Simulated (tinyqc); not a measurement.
Phase-change memory cell, resistance drift and retention: one step of the calculation.

The amorphous state follows Ra = R0 (t/t0)^nu exp[(q Ec/kB)(1/T - 1/(300 K))], with nu taken as independent of T. An intermediate level follows the logarithmic mixing rule ln R = (1 - fa) ln Rc + fa ln Ra with constant Rc. The time to lose the data by crystallisation is tr = tx exp[(q Ex/kB)(1/T - 1/Tx)]; 1 year = 3.15576e7 s. These are empirical laws.

Problem. Resistances at the read. Ra and the intermediate level as above; its effective drift exponent is fa nu.

Values chosen for this exercise; values of the order found in chalcogenide phase-change cells:
- R0 = 0.79 Mohm (resistance of the amorphous state at t0 and 300 K)
- t0 = 0.1 s (reference time)
- nu = 0.081 (drift exponent)
- Ec = 0.15 eV (activation energy of conduction)
- T = 398 K (operating temperature)
- t = 86400 s (time of the read)
- fa = 0.51 (amorphous share of an intermediate level)
- Rc = 5.8 kohm (resistance of the crystalline state)

Constants: q = 1.602176634e-19 C, kB = 1.380649e-23 J/K. Results are converted to the units shown.

Wanted: drift factor; temperature factor; Ra; intermediate level; effective exponent.

Solution.

drift factor = 3.026
temperature factor = 0.2396
Ra = 0.5728 Mohm
intermediate level = 0.06035 Mohm
effective exponent = 0.04131

Program tinyqc, `OMP_NUM_THREADS=1 python tinyqc.py 2880021 2880022 out.jsonl`; Intel Xeon 2.30GHz, shared host, one thread, about 0.01 s.
